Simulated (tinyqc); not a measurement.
Charge-trap memory cell: one step of the calculation.

Channel, tunnel oxide, storage layer, blocking layer, gate. N electrons per area sit in a sheet at the centroid and shift the threshold by U = (q/eps0) N (tb/eb + xc tn/en). EOT = t1 + 3.9 (tn/en + tb/eb); tunnel field F = (Vg - U)/EOT; dN/dt = eta (J/q)(1 - N/Nm). Fowler-Nordheim: J = A F^2 exp(-B/F), A = q^2/(16 pi^2 hbar mo phi) (times 1e14 for A/cm^2 with F in V/nm, emitter mass m0), B = (4/3) sqrt(mo/C) phi^1.5, C = hbar^2/(2 m0).

Task. Midpoint steps of growing length. N(half) = N + (d/2) r(N), N(new) = N + d r(N(half)), r = dN/dt; the step starts at d0 and is multiplied by gr each time. Field in the blocking layer (3.9 F + q N/eps0)/eb.

Parameters, values chosen for the exercise; oxide values close to those of silicon dioxide, storage layer close to silicon nitride, blocking layer close to silicon dioxide: tunnel barrier phi = 3.13 eV; tunnelling mass mo = 0.41 m0; tunnel oxide (permittivity 3.9) t1 = 5.3 nm; storage layer tn = 4.9 nm; its relative permittivity en = 7.5; blocking layer tb = 7.9 nm; its relative permittivity eb = 3.9; charge centroid, share of tn counted from the blocking side xc = 0.56; capture efficiency of an empty layer eta = 0.62; trap density Nm = 2.1e13 cm^-2; gate voltage less flat band and surface potential Vg = 16.6 V; first time step d0 = 7.7e-6 s; growth of the step gr = 1.6; steps n = 9.

Constants: q = 1.602176634e-19 C, hbar = 1.054571817e-34 J s, m0 = 9.1093837015e-31 kg, eps0 = 8.8541878128e-14 F/cm where lengths are in cm, hbar^2/(2 m0) = 0.0380998212 eV nm^2. Results are converted to the units shown.

Find: t; N; U; F; blocking field.

Result.

| step | t (s) | N (cm^-2) | U (V) | F (V/nm) | blocking field (V/nm) |
|---|---|---|---|---|---|
| 0 | 0 | 0 | 0.0000 | 1.0541 | 1.0541 |
| 1 | 7.7000e-6 | 3.6047e11 | 0.1560 | 1.0442 | 1.0609 |
| 2 | 2.0020e-5 | 7.9072e11 | 0.3422 | 1.0324 | 1.0691 |
| 3 | 3.9732e-5 | 1.2773e12 | 0.5528 | 1.0190 | 1.0783 |
| 4 | 7.1271e-5 | 1.8039e12 | 0.7806 | 1.0045 | 1.0882 |
| 5 | 1.2173e-4 | 2.3546e12 | 1.0190 | 0.9894 | 1.0986 |
| 6 | 2.0247e-4 | 2.9169e12 | 1.2623 | 0.9739 | 1.1093 |
| 7 | 3.3166e-4 | 3.4814e12 | 1.5066 | 0.9584 | 1.1200 |
| 8 | 5.3835e-4 | 4.0416e12 | 1.7490 | 0.9430 | 1.1306 |
| 9 | 8.6907e-4 | 4.5932e12 | 1.9877 | 0.9279 | 1.1410 |

Range of the model: The Fowler-Nordheim form needs F t1 above phi; trap-assisted paths and leakage through the blocking layer are left out.

Program tinyqc, `OMP_NUM_THREADS=1 python tinyqc.py 2130061 2130062 out.jsonl`; Intel Xeon 2.30GHz, shared host, one thread, about 0.05 s.
